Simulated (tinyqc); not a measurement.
Speciation in dilute and buffered hydrofluoric acid, oxide etch rate and bath loading: one step, computed by the program tinyqc. Command: `OMP_NUM_THREADS=1 python tinyqc.py 3121301 3121302 out.jsonl hfetch walk`. One thread of a shared host (Intel(R) Xeon(R) Processor @ 2.30GHz), about 0.01 s of CPU time with the checks.

Concentrations stand for activities, NH4+ and Cl- are spectators, and water ionisation is neglected. H, F and HF2 denote the ions H+, F- and HF2-. The base temperature is 298 K.

Task: One trial. Fluoride balance: [HF] + [F] + 2 [HF2] + 2 [H2F2] = HF added + NH4F added. Acid balance: [H] + [HF] + [HF2] + 2 [H2F2] = HF added + HCl added. For a trial [H], [HF] = [H][F]/K1, and the fluoride balance is a quadratic in [F]. Take pH = 3. The residual is the left side of the acid balance less the right.

Inputs (values chosen for the exercise, of the order of those for thermal oxide at room temperature): HF added = 0.077 mol/L; NH4F added = 0 mol/L; HCl added = 0.015 mol/L; K1 = [H][F]/[HF] = 0.000644 mol/L; K2 = [HF2]/([HF][F]) = 3.66 L/mol; K3 = [H2F2]/[HF]^2 = 0 L/mol.

Give: [F]; [HF]; [HF2]; [H2F2]; residual.

Result:

[F] = 0.02693 mol/L

[HF] = 0.04182 mol/L

[HF2] = 0.004123 mol/L

[H2F2] = 0 mol/L

residual = -0.04506 mol/L

The residual is negative, so the pH lies below 3.
